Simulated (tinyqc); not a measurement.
Plane-wave Kohn-Sham cycle with exchange-only LDA in a layered model solid, step by step. Computed by tinyqc, a small Python program that keeps every step. Settings: points = 16, plane-wave index or count = 2, electrons = 2, k points = 2, area = 36.0, mixing = 0.5, iteration cap = 57, Kerker q0 = 1.19. Command: `OMP_NUM_THREADS=1 python tinyqc.py 28769 28770 out.jsonl` (the two numbers bound the seeds that draw the settings). One thread of a shared host (Intel(R) Xeon(R) Processor @ 2.60GHz), about 0.02 s of CPU time with the checks.

A solid whose potential varies along x alone (atomic units):
```
parameter,value
period a,8.600000
cross-section of the cell,36.000000
electrons per cell,2
grid points,16
"plane waves -n..n, n",2
k points,2
V1 in V1 cos(2 pi x/a),-0.600000
V2 in V2 cos(4 pi x/a),-0.020000
```

Stop when sqrt(dV sum R^2) is below 1e-8, dV = a A/N.

Course of the cycle:
```
iteration,E (hartree),norm of the residual
1,-0.95657048,1.35e-01
2,-0.93103710,1.12e-01
3,-0.91031147,9.45e-02
4,-0.89469363,7.99e-02
5,-0.88327687,6.78e-02
6,-0.87507617,5.78e-02
7,-0.86926116,4.94e-02
8,-0.86518455,4.22e-02
9,-0.86235905,3.61e-02
10,-0.86042493,3.09e-02
11,-0.85912003,2.65e-02
...,...,...
47,-0.85718188,1.12e-04
48,-0.85718197,9.61e-05
49,-0.85718204,8.28e-05
50,-0.85718209,7.13e-05
51,-0.85718212,6.14e-05
52,-0.85718215,5.29e-05
53,-0.85718217,4.56e-05
54,-0.85718219,3.93e-05
55,-0.85718220,3.38e-05
56,-0.85718221,2.92e-05
57,-0.85718221,2.51e-05
```

Can the last value be used, and what does the course show?

Not by the stop rule, although the second column moves by less than 1e-07 over the last three steps. Not converged within 57 iterations: the residual falls steadily but slowly, by a factor of about 0.86 a step. Reruns (cap 100 unless said): mixing 0.1: not converged; mixing 0.5, Kerker q0 1.0: converged in 85 (E = -0.85718); mixing 0.3, Pulay depth 5: converged in 11 (E = -0.85718); the original settings with a cap of 400: converged in 110 (E = -0.85718).
